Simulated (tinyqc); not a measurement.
From a target level to the width: finite square well with mass mismatch (envelope functions). Two cases, with inputs chosen for the exercise.

Problem. Which width L gives the lowest level below?

A square well of width L and depth V0, mass mw inside and mb outside, energies from the bottom of the well, c = hbar^2/2m0. k = sqrt(mw E/c), kappa = sqrt(mb (V0 - E)/c). psi and psi'/m are continuous at the walls (BenDaniel-Duke), so level n solves k L + 2 atan[(k/mw)/(kappa/mb)] = n pi.

Constants: hbar^2/2m0 = 3.80998211 eV angstrom^2.

Find: k; kappa; the arctangent; L.

Method. E1 fixes k and kappa, so L = (pi - 2 atan[(k/mw)/(kappa/mb)])/k.

Case 1.

Values chosen (out of a larger set: near those of a non-polar GaN well in AlGaN; not measured data): V0 = 0.39 eV (barrier height); mw = 0.198 m0 (mass in the well); mb = 0.231 m0 (mass in the barrier).

E1 = 0.077347 eV

Solution.

k = 0.06340 1/angstrom
kappa = 0.13768 1/angstrom
the arctangent = 0.4930 rad
L = 34 angstrom

Case 2.

Values chosen (out of a larger set: near those of a strained Si well in SiGe; not measured data): V0 = 0.186 eV (barrier height); mw = 0.933 m0 (mass in the well); mb = 0.962 m0 (mass in the barrier).

E1 = 0.007866 eV

Solution.

k = 0.04389 1/angstrom
kappa = 0.21208 1/angstrom
the arctangent = 0.2102 rad
L = 62 angstrom

Computed by tinyqc, one run a case: `OMP_NUM_THREADS=1 python tinyqc.py N N+1 out.jsonl` with N = 1250006, 1250101; one thread of a shared Intel(R) Xeon(R) Processor @ 2.30GHz, about 0.01 s a run at most.
